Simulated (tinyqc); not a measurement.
Inside a calculation: two-band tight binding of a puckered layer. Values are carried at full precision from step to step, so a last printed digit may differ when a step is redone from the rounded ones.

With X = kx ax/2 and Y = ky ay/2: h = t2 + 2 cos(Y) (t1 exp(iX) + t3 exp(-iX)) + t5 exp(2iX), d = 4 t4 cos(X) cos(Y), H = [[d, h], [h*, d]], E = d -/+ |h|.

Constants: hbar^2/2m0 = 3.80998211 eV angstrom^2.

Parameters, chosen for this exercise (near a published set for monolayer black phosphorus; not measured data):
- ax = 4.45 angstrom (period along x (armchair))
- ay = 3.3 angstrom (period along y (zigzag))
- t1 = -1.202 eV (along the zigzag)
- t2 = 3.719 eV (across the pucker)
- t3 = -0.209 eV (second in the sheet)
- t4 = -0.095 eV (same sublattice)
- t5 = -0.057 eV (far across)
- k = (0.08, 0.13) 1/angstrom (wave vector)

## One k point

Form X, Y, h, d and the levels.

X, Y (rad): [0.17800, 0.21450]

h = 0.9518-0.3635i eV
d = -0.3654 eV

levels (eV): [-1.3843, 0.6534]

## Expansion about Gamma

h = h0 + i chi kx + gx kx^2 + gy ky^2 and d = 4 t4 + ex kx^2 + ey ky^2, with h0 = t2 + 2 t1 + 2 t3 + t5, chi = ax (t1 - t3 + t5), gx = -ax^2 ((t1 + t3)/4 + t5/2), gy = -ay^2 (t1 + t3)/4, ex = -t4 ax^2/2, ey = -t4 ay^2/2. The gap is 2 h0.

h0 = 0.8400 eV
gap = 1.6800 eV
chi = -4.6725 eV angstrom

gx, gy, ex, ey (eV angstrom^2): [7.5497, 3.8414, 0.9406, 0.5173]

## Masses

Electrons: c/(ex + gx + chi^2/(2 h0)) along x, c/(ey + gy) along y; holes: the same with -ex and -ey; c = hbar^2/2m0. The coefficients stand in the order gx, gy, ex, ey.

masses (m0), rows electron, hole; columns x, y:
```
[[0.1773, 0.8741],
 [0.1943, 1.1461]]
```

density-of-states mass sqrt(mx my) (m0): electron 0.3937, hole 0.4720

my/mx: electron 4.93, hole 5.90

Along x the term chi^2/(2 h0) = 13.00 eV angstrom^2 couples the bands and makes both carriers light; along y it is absent.

## Checks

- Electron mass along x against a finite difference of the band: both 0.1773.

Computed by tinyqc, a small Python program: `OMP_NUM_THREADS=1 python tinyqc.py 1480319 1480320 out.jsonl` (the numbers bound the seed that draws the inputs); one thread of a shared host (Intel(R) Xeon(R) Processor @ 2.30GHz), about 0.01 s for the whole set of steps.
